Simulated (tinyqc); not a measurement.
# Trap and transport parameters from the curve

Problem. A layer shows an ohmic current q n0 mu V/L, then a square law (9/8) th eps0 eps_r mu V^2/L^3 above Vx = 8 q n0 L^2/(9 th eps0 eps_r), and trap filling at V_TFL = q Nt L^2/(2 eps0 eps_r). th = y/(1 + y), y = (Nc/Nt) exp(-Et/kB T). The square-law current at V is given. Find th, n0, Nt and Et.

Parameters, values chosen for the exercise:
- T = 300 K (temperature)
- eps_r = 4.3 (relative permittivity)
- mu = 0.0017 cm^2/(V s) (mobility)
- L = 2600 nm (thickness)
- Nc = 2.3e20 cm^-3 (band density of states)
- V = 5 V (voltage)

Constants: q = 1.602176634e-19 C, kB = 1.380649e-23 J/K, Vt = kB T/q, eps0 = 8.8541878128e-14 F/cm where lengths are in cm. Results are converted to the units shown.

Mott-Gurney J = 1.0124889e-4 A/cm^2
Vx = 0.23279744 V
V_TFL = 39.826115 V

Answer. The square law gives th, Vx gives n0, V_TFL gives Nt, and th with Nt gives Et.

th = 0.09776
n0 = 9.000e11 cm^-3
Nt = 2.800e15 cm^-3
Et = 0.3500 eV

Program tinyqc, `OMP_NUM_THREADS=1 python tinyqc.py 2370149 2370150 out.jsonl`; Intel Xeon 2.30GHz, shared host, one thread, about 0.01 s.
